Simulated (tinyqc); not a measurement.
Band-to-band tunnelling across a p-n junction in a two-band chain: one step. WKB for the same field. Five cases, with inputs chosen for the exercise.

Task: T = exp(-2 I/F), I = integral of q de across the gap. Continuum: q = sqrt(Eg^2/4 - e^2)/(t a), I = pi Eg^2/(8 t a). Lattice: q from the cosh formula, 12 Gauss-Legendre points in u with e = (Eg/2) sin(u), u from -pi/2 to pi/2. F in V/angstrom is the value in MV/cm over 100.

Sites alternate A at -Eg/2 and C at +Eg/2 with hopping -t; near the edges, with k counted from the zone boundary pi/a, E^2 = (Eg/2)^2 + (t a k)^2, so t = sqrt(c Eg/m)/a gives the mass m, c = hbar^2/2m0. In the gap cosh(q a) = 1 + (Eg^2/4 - e^2)/(2 t^2), e the energy from the local mid-gap. The potential is V0 = Eg + ov on the p side (left), 0 on the n side, and falls linearly over the 2N sites of the junction, V_j = V0 (1 - j/(2N + 1)), j = 1 to 2N, site 1 being A. E = Eg/2 + x ov. A half chain that ends on a site of level e1 with neighbour e2 has g = (1 + z)/(E - e1), z = exp(-/+ i k a) the root with Im g < 0, cos(k a) = (E - e1)(E - e2)/(2 t^2) - 1. S_L = t^2 g (ending on C, shifted by V0), S_R = t^2 g (starting on A). T = 4 Im(S_L) Im(S_R) |G_(1,2N)|^2.

Constants: hbar^2/2m0 = 3.80998211 eV angstrom^2.

Give: I; T by WKB.

Case 1.

Values chosen (gap and mass near those of InSb; shifted at random, so the results belong to these values and not to a real crystal): Eg = 0.179 eV (gap); m = 0.0138 m0 (mass of electron and light hole); a = 5 angstrom (period (two sites)); ov = 0.28 eV (overlap: top of the valence band on the p side above the conduction edge on the n side).

F = 2.04000 MV/cm

Result:

I (eV/angstrom): continuum 0.001790, lattice 0.001790

T by WKB: continuum 0.8391, lattice 0.8391

The chain gives 0.7969, 0.950 times the lattice WKB value; the exponent is only 0.18, and reflections at the two kinks of the potential count.

Case 2.

Values chosen (gap and mass near those of InSb; shifted at random, so the results belong to these values and not to a real crystal): Eg = 0.176 eV (gap); m = 0.014 m0 (mass of electron and light hole); a = 5 angstrom (period (two sites)); ov = 0.49 eV (overlap: top of the valence band on the p side above the conduction edge on the n side).

F = 2.42182 MV/cm

Result:

I (eV/angstrom): continuum 0.001758, lattice 0.001757

T by WKB: continuum 0.8649, lattice 0.8649

The chain gives 0.8884, 1.027 times the lattice WKB value; the exponent is only 0.15, and reflections at the two kinks of the potential count.

Case 3.

Values chosen (gap and mass near those of InSb; shifted at random, so the results belong to these values and not to a real crystal): Eg = 0.188 eV (gap); m = 0.0136 m0 (mass of electron and light hole); a = 4 angstrom (period (two sites)); ov = 0.47 eV (overlap: top of the valence band on the p side above the conduction edge on the n side).

F = 2.99091 MV/cm

Result:

I (eV/angstrom): continuum 0.001913, lattice 0.001912

T by WKB: continuum 0.8800, lattice 0.8800

The chain gives 0.8559, 0.973 times the lattice WKB value; the exponent is only 0.13, and reflections at the two kinks of the potential count.

Case 4.

Values chosen (gap and mass near those of Ge (direct gap); shifted at random, so the results belong to these values and not to a real crystal): Eg = 0.799 eV (gap); m = 0.0423 m0 (mass of electron and light hole); a = 6 angstrom (period (two sites)); ov = 0.34 eV (overlap: top of the valence band on the p side above the conduction edge on the n side).

F = 3.45152 MV/cm

Result:

I (eV/angstrom): continuum 0.029552, lattice 0.029479

T by WKB: continuum 0.1804, lattice 0.1812

The chain gives 0.2199, 1.214 times the lattice WKB value; the exponent is only 1.71, and reflections at the two kinks of the potential count.

Case 5.

Values chosen (gap and mass near those of InSb; shifted at random, so the results belong to these values and not to a real crystal): Eg = 0.187 eV (gap); m = 0.0143 m0 (mass of electron and light hole); a = 5 angstrom (period (two sites)); ov = 0.47 eV (overlap: top of the valence band on the p side above the conduction edge on the n side).

F = 2.92000 MV/cm

Result:

I (eV/angstrom): continuum 0.001945, lattice 0.001945

T by WKB: continuum 0.8752, lattice 0.8753

The chain gives 0.8555, 0.977 times the lattice WKB value; the exponent is only 0.13, and reflections at the two kinks of the potential count.

Computed by tinyqc, one run a case: `OMP_NUM_THREADS=1 python tinyqc.py N N+1 out.jsonl` with N = 1450002, 1450271, 1450377, 1450421, 1450484; one thread of a shared Intel(R) Xeon(R) Processor @ 2.30GHz, about 0.01 s a run at most.
